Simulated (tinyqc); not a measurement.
# Round nanowire with a gate all round, subbands and threshold shift from confinement: what changes with what

Undoped body with a flat potential across it, hard walls, transport along x. One isotropic valley (g = 1, mx = my = mz = me). Non-parabolicity enters the subband edges through E (1 + al E) = gamma, so E = 2 gamma/(1 + sqrt(1 + 4 al gamma)); motion within a subband is taken as parabolic with the band-edge mass. Energies are counted from the bulk band edge.

Inputs (values chosen for the exercise); masses close to those of InAs:
- T = 300 K (temperature)
- me = 0.0228 m0 (mass at the band edge)
- al = 2.6 1/eV (non-parabolicity)
- t = 14.4 nm (diameter)
- dl = 0.2 nm (widening of the box by penetration into the insulator)
- Cg = 3.8 uF/cm^2 (gate capacitance per area of interface)

Constants: q = 1.602176634e-19 C, kB = 1.380649e-23 J/K, hbar = 1.054571817e-34 J s, m0 = 9.1093837015e-31 kg, Vt = kB T/q, hbar^2/(2 m0) = 0.0380998212 eV nm^2. Results are converted to the units shown.

Each table varies one quantity; the others keep the values above.

## Confinement against the diameter

gamma = C (2 z/(t + dl))^2 (1/my + 1/mz)/2, z the zeros of the Bessel functions J_l (2.404826, 3.831706, 5.135622, 5.520078, ...), twofold for l > 0; the mean inverse mass is an approximation for anisotropic valleys, C = hbar^2/(2 m0). Each subband has N_k = g sqrt(2 mx m0 kB T/(pi hbar^2)); without degeneracy n = exp(EF/Vt) sum N_k exp(-E_k/Vt). Classical value Nc times pi t^2/4, Nc = sum over valleys of 2 g (m m0 kB T/(2 pi hbar^2))^1.5 with m = (mx my mz)^(1/3). Threshold shift dVT = Vt ln(classical value/sum N_k exp(-E_k/Vt)). With degeneracy n = sum N_k F((EF - E_k)/Vt), F(x) = (1/sqrt(pi)) int_0^infinity u^(-1/2) du/(1 + exp(u - x)); gate: Vg = EF + q n/(Cg P), P = pi t, summed over the 60 lowest subbands at most, with Vg counted from the value that would put EF at the bulk band edge of an empty body. The last two columns are for Vg = 0.5 V; sensitivity d(dVT)/dt by central differences between 0.99 and 1.01 times the value.

Results:
```
t (nm),E_1 (meV),gap to the next edge (meV),dVT (mV),sensitivity (mV/nm),n/P (cm^-2),share of the lowest subband (%)
3,1028,709.3,905.3,-354.6,1008,100.0
3.8,790.7,565.0,680.2,-222.7,7.700e6,100.0
4.8,602.5,448.9,504.1,-138.9,8.598e9,100.0
6.1,449.2,352.4,363.3,-84.21,4.213e11,100.0
7.7,332.3,276.5,258.4,-50.77,7.413e11,99.65
12,177.7,169.1,126.6,-17.87,1.452e12,45.80
16,113.7,119.2,77.08,-8.386,2.014e12,26.63
20,78.65,88.88,52.43,-4.464,2.482e12,17.72
```

Estimate the missing row, t = 9.8 nm.

Computed row:
```
t (nm),E_1 (meV),gap to the next edge (meV),dVT (mV),sensitivity (mV/nm),n/P (cm^-2),share of the lowest subband (%)
9.8,238.6,212.9,177.1,-29.25,1.047e12,70.76
```

With this row back in the table: As t grows from 3 to 20 nm, E_1 falls from 1030 to 78.7 meV and dVT falls from 905 to 52.4 mV. E_1 goes as t^(-1.11) at the thin end (-2 for a parabolic band without penetration); a thickness error of 0.2 nm moves the threshold by 71 mV in the first row and 0.89 mV in the last. The charge per interface area rises from 1010 to 2.48e12 cm^-2. For t = 12, 16, 20 the charge in the last two columns would bend the potential across the body noticeably, which is left out.

## Charge and subband filling against gate voltage

Same model as above.

Each subband has N_k = g sqrt(2 mx m0 kB T/(pi hbar^2)). Cq = q dn/dEF.

Charge and subband filling against gate voltage:
```
Vg (V),EF - E_1 (eV),n (cm^-1),n/P (cm^-2),share of the lowest subband (%),Cq/(Cg P),total C/(Cg P)
-0.02,-0.1544,1803,3.986e8,98.96,6.489e-4,6.485e-4
0.1,-0.03580,1.516e5,3.352e10,98.79,0.04690,0.04480
0.23,0.08164,1.499e6,3.314e11,89.38,0.1416,0.1241
0.35,0.1787,3.956e6,8.746e11,52.11,0.2923,0.2262
0.48,0.2766,7.401e6,1.636e12,34.86,0.4360,0.3036
0.6,0.3575,1.160e7,2.564e12,25.33,0.5000,0.3334
0.73,0.4401,1.668e7,3.688e12,19.56,0.6554,0.3959
0.85,0.5098,2.208e7,4.880e12,15.91,0.7773,0.4374
0.98,0.5818,2.831e7,6.258e12,13.26,0.8354,0.4552
```

EF passes E_1 = 0.134 eV at Vg = 0.138 V. The share of the lowest subband falls from 99.0 to 13.3 % and the total capacitance rises from 6.48e-4 to 0.455 of Cg P. In the last row 55 % of an added gate voltage goes into raising EF (from the last two rows). For Vg = 0.35, 0.48, 0.6, 0.73, 0.85, 0.98 the charge would bend the potential across the body noticeably, which is left out.

Range of the model: Non-parabolicity also makes carriers heavier within each subband, which is left out, so densities of states are understated at high energy.

tinyqc, about 0.1 s, one thread, Intel Xeon 2.30GHz (shared host): `OMP_NUM_THREADS=1 python tinyqc.py 2350014 2350015 out.jsonl`
